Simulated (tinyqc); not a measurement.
# Ballistic Schottky-barrier transistor with a one-dimensional channel, WKB contacts: two studies

Source Fermi level 0, drain Fermi level -Vd. Far from the contacts Ec = pn - psi, and the gate moves psi one to one; the band edges relax as exp(-x/lam) from pn at the source and pn - Vd at the drain; Ev = Ec - Eg. A carrier of energy w inside the channel band meets at a contact a barrier of height D (the contact edge beyond the channel edge): T = 1 for w >= D, else exp(-S), S = 4 lam sqrt(m/C) [sqrt(D - w) - sqrt(w) arctan sqrt((D - w)/w)], C = hbar^2/(2 m0). The two contacts combine as Ts Td/(Ts + Td - Ts Td).

Parameters, values chosen for the exercise; channel values close to those of a silicon nanowire with silicide contacts: temperature T = 300 K; band gap Eg = 1.12 eV; barrier for electrons at both contacts pn = 0.81 eV; electron mass mn = 0.2 m0; hole mass mp = 0.25 m0; valleys or subbands g = 2; screening length at the contacts lam = 4.4 nm; drain bias Vd = 0.7 V; band shift psi of the channel by the gate ps = 1.01 V.

Constants: q = 1.602176634e-19 C, kB = 1.380649e-23 J/K, hbar = 1.054571817e-34 J s, h = 6.62607015e-34 J s, m0 = 9.1093837015e-31 kg, Vt = kB T/q, hbar^2/(2 m0) = 0.0380998212 eV nm^2. Results are converted to the units shown.

Each table varies one quantity; the others keep the values above.

## Effect of the screening length

I = g (2 q^2/h) int T(w) [f(Es + w) - f(Ed + w)] dw, f(y) = 1/(1 + exp(y/Vt)). Electrons: Ds = psi, Dd = psi - Vd, Es = Ec, Ed = Ec + Vd. Holes: Ds = -psi, Dd = Vd - psi, Es = -Ev, Ed = -Ev - Vd. The size of each current is taken; both flow from drain to source and add. The integrals are converged.

Effect of the screening length:

| lam (nm) | current of the electrons (uA) | share over the barriers (%) | \|d psi/d log10\| of this current (mV/decade) |
|---|---|---|---|
| 0.5 | 2.492 | 3.969e-12 | 322.8 |
| 1.6 | 0.02827 | 3.499e-10 | 181.8 |
| 2.6 | 8.215e-4 | 1.204e-8 | 140.0 |
| 3.7 | 2.693e-5 | 3.673e-7 | 123.0 |
| 4.8 | 1.451e-6 | 6.817e-6 | 121.9 |
| 5.9 | 1.298e-7 | 7.621e-5 | 131.3 |
| 6.9 | 2.172e-8 | 4.555e-4 | 145.8 |
| 8 | 4.418e-9 | 0.002239 | 165.6 |

The current falls from 2.49 to 4.42e-9 uA, while the share over the barriers rises from 3.97e-12 to 0.00224 %: the thermionic part does not depend on lam, and a thinner barrier adds tunnelling. The swing goes from 323 through a minimum of 122 (at lam = 4.8 nm among the rows listed) to 166 mV/decade.

## Ambipolar transfer curve

Same model as above.

Swing = d(psi)/d(log10 I).

Ambipolar transfer curve:

| ps (V) | electrons (uA) | holes (uA) | I (uA) | swing (mV/decade) |
|---|---|---|---|---|
| -0.25 | 6.245e-18 | 0.4717 | 0.4717 | -530.1 |
| -0.13 | 6.478e-16 | 0.2621 | 0.2621 | -416.8 |
| 0 | 9.893e-14 | 0.1140 | 0.1140 | -310.6 |
| 0.12 | 5.290e-13 | 0.04055 | 0.04055 | -231.5 |
| 0.24 | 2.654e-12 | 0.01027 | 0.01027 | -178.6 |
| 0.36 | 1.624e-11 | 0.001986 | 0.001986 | -165.1 |
| 0.49 | 1.439e-10 | 3.509e-4 | 3.509e-4 | -183.0 |
| 0.61 | 1.286e-9 | 8.314e-5 | 8.314e-5 | -197.5 |
| 0.73 | 1.324e-8 | 7.780e-6 | 7.793e-6 | -59.68 |
| 0.85 | 1.532e-7 | 7.500e-8 | 2.282e-7 | 1869 |
| 0.98 | 2.211e-6 | 4.911e-10 | 2.212e-6 | 116.7 |
| 1.1 | 1.963e-5 | 4.734e-12 | 1.963e-5 | 139.8 |

I goes from 0.472 through a minimum of 2.28e-7 (at ps = 0.85 V among the rows listed) to 1.96e-5 uA; the exact minimum lies at psi = 0.848 V. Holes carry the left branch and electrons the right. The ratio of the last row to the smallest is 86.0 and of the first row 2.07e6, with barriers of 0.81 eV for electrons and 0.310 eV for holes. The steepest swing among the rows is 59.7 mV/decade, against the thermionic limit 59.5.

Range of the model: No scattering, image-force lowering, channel charge or band-to-band tunnelling; parabolic kappa overstates S deep in the gap.

tinyqc, about 0.04 s, one thread, Intel Xeon 2.30GHz (shared host): `OMP_NUM_THREADS=1 python tinyqc.py 2390070 2390071 out.jsonl`
